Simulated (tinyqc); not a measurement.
Inside a calculation. Method: Hueckel theory of the pi electrons with the omega technique, for the molecule Nc1ccc2[nH]ccc2c1 (SMILES; centres numbered as the heavy atoms are written). One step of it, computed by the program tinyqc.

Task: Orbitals, round 1. Diagonalise; E = alpha + x beta with beta < 0, so the largest x are filled first; degenerate levels share their electrons. P = sum n_i c_ri c_si; each orbital has its largest coefficient positive (the first on a tie).

Hueckel matrix in units of beta (H = alpha + beta A), lower triangle:
```
           1N        2C        3C        4C        5C        6N        7C        8C
1N   1.580000
2C   0.900000  0.000000
3C   0.000000  1.000000  0.000000
4C   0.000000  0.000000  1.000000  0.000000
5C   0.000000  0.000000  0.000000  1.000000  0.000000
6N   0.000000  0.000000  0.000000  0.000000  0.900000  1.580000
7C   0.000000  0.000000  0.000000  0.000000  0.000000  0.900000  0.000000
8C   0.000000  0.000000  0.000000  0.000000  0.000000  0.000000  1.000000  0.000000
9C   0.000000  0.000000  0.000000  0.000000  1.000000  0.000000  0.000000  1.000000
10C  0.000000  1.000000  0.000000  0.000000  0.000000  0.000000  0.000000  0.000000

           9C       10C
9C   0.000000
10C  1.000000  0.000000
```

pi electrons, sum of z_r less the charge = 12

Give: x values; occupations; coefficients; charge and bond-order matrix P.

Result:

x values: 2.628  2.235  1.523  1.303  0.636  0.577  -0.847  -1.226  -1.491  -2.179

occupations: 2.000  2.000  2.000  2.000  2.000  2.000  0.000  0.000  0.000  0.000

coefficients:
```
       MO1     MO2     MO3     MO4     MO5     MO6     MO7     MO8
1N   0.163   0.680   0.502  -0.192   0.359  -0.218   0.035  -0.173
2C   0.190   0.495  -0.032   0.059  -0.377   0.243  -0.094   0.539
3C   0.156   0.254  -0.167   0.448  -0.424  -0.193  -0.405  -0.199
4C   0.220   0.074  -0.223   0.525   0.107  -0.354   0.438  -0.294
5C   0.422  -0.090  -0.173   0.235   0.492  -0.011   0.035   0.560
6N   0.624  -0.352   0.484   0.111  -0.092   0.316  -0.197  -0.253
7C   0.305  -0.167   0.142  -0.269  -0.396  -0.341   0.496   0.230
8C   0.241  -0.056  -0.219  -0.451  -0.169  -0.481  -0.243  -0.053
9C   0.327   0.043  -0.475  -0.318   0.288   0.063  -0.290  -0.164
10C  0.197   0.240  -0.333  -0.198  -0.139   0.529   0.454  -0.306

        MO9    MO10
1N   -0.085  -0.087
2C    0.289   0.362
3C   -0.399  -0.320
4C    0.306   0.335
5C   -0.058  -0.410
6N    0.150   0.077
7C   -0.455   0.091
8C    0.543  -0.267
9C   -0.355   0.490
10C   0.045  -0.391
```

charge and bond-order matrix P, lower triangle:
```
         1N      2C      3C      4C      5C      6N      7C      8C
1N    1.909
2C    0.304   0.973
3C   -0.163   0.600   1.069
4C   -0.022  -0.020   0.696   1.031
5C    0.110  -0.266  -0.058   0.610   1.027
6N   -0.035   0.094  -0.091  -0.121   0.378   1.737
7C   -0.017   0.043   0.188  -0.080  -0.270   0.434   0.973
8C    0.044  -0.109   0.045   0.027  -0.079  -0.245   0.808   1.144
9C   -0.012  -0.028  -0.270   0.046   0.565  -0.165  -0.049   0.489
10C  -0.198   0.672   0.031  -0.342  -0.005   0.070  -0.198  -0.069

        9C    10C
9C   1.045
10C  0.578  1.092
```
